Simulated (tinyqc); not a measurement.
Worked calculation: Hubbard chain of 2 sites. One step of it, computed by the program tinyqc.

Problem. Mean-field iteration 1. H(up) = T + U n(down), H(down) = T + U n(up); fill the lowest levels; n(new) = n + mixing (n(out) - n); E = tr T (rho up + rho down) + U sum n_up n_down of the output.

one-body matrix (hopping and site energies) (eV), order 1, 2:
$$\begin{pmatrix}
0.000000 & -1.010000 \\
-1.010000 & 0.000000
\end{pmatrix}$$

U = 9.400000 eV

electrons, up and down: [1, 1]

mixing = 0.500000

n(up) at the start (a guess, not normalised): 1 0.550000, 2 0.450000

n(down) at the start (a guess): 1 0.450000, 2 0.550000

Give: levels, up; levels, down; energy; n(up) after iteration 1; n(down) after iteration 1.

Solution.

levels, up (eV): [3.5860, 5.8140]

levels, down (eV): [3.5860, 5.8140]

energy = 2.0320 eV

n(up) after iteration 1: 1 0.6305, 2 0.3695

n(down) after iteration 1: 1 0.3695, 2 0.6305
